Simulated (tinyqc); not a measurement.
Epitaxial growth on a vicinal surface: Burton-Cabrera-Frank step flow, step-edge barrier and island nucleation: one step, computed by the program tinyqc. Command: `OMP_NUM_THREADS=1 python tinyqc.py 3027435 3027436 out.jsonl stepflow walk`. One thread of a shared host (Intel(R) Xeon(R) Processor @ 2.30GHz), about 0.03 s of CPU time with the checks.

Adatoms land at rate F, hop on a square grid (a simplification for hexagonal faces), desorb, or join steps. Lengths are in units of a and n is the adatom coverage. Steps ascend at x = 0 and descend at x = l.

Problem. Terrace solution. D n'' - n/tau + F = 0 with n(0) = n_eq and -l_s n'(l) = n(l) - n_eq. With u = n - F tau, A = n_eq - F tau, y = l/x_s, s = l_s/x_s: u = A cosh(x/x_s) + B sinh(x/x_s), B = A (1 - cosh y - s sinh y)/(sinh y + s cosh y). Flux into the ascending step J+ = D B/x_s, over the descending one J- = -(D/x_s)(A sinh y + B cosh y); step velocity J+ + J-; growth rate (J+ + J-)/l. For small y: J+ + J- = (F - n_eq/tau) l, J-/J+ = l/(l + 2 l_s). The coverage peaks where n' = 0, tanh(x/x_s) = -B/A.

Inputs (values chosen for the exercise, close to those used for Ge(001)): deposition rate F = 0.27 layers/s; temperature T = 580 C.

D = 6.312174e+08 a^2/s

lifetime tau = 2337.626 s

diffusion length x_s = 1214722 a

equilibrium coverage n_eq = 9.431822e-07

terrace width l = 5.040985 a

Schwoebel length l_s = 14.18630 a

Give: J+; J-; growth rate; peak coverage; position of the peak.

Solution.

J+ = 1.183 atoms per step site and s

J- = 0.1784 atoms per step site and s

growth rate = 0.2700 layers/s

peak coverage = 9.473e-07

position of the peak = 4.380 a

Caution: terraces under ten sites wide are at the edge of a continuum description.
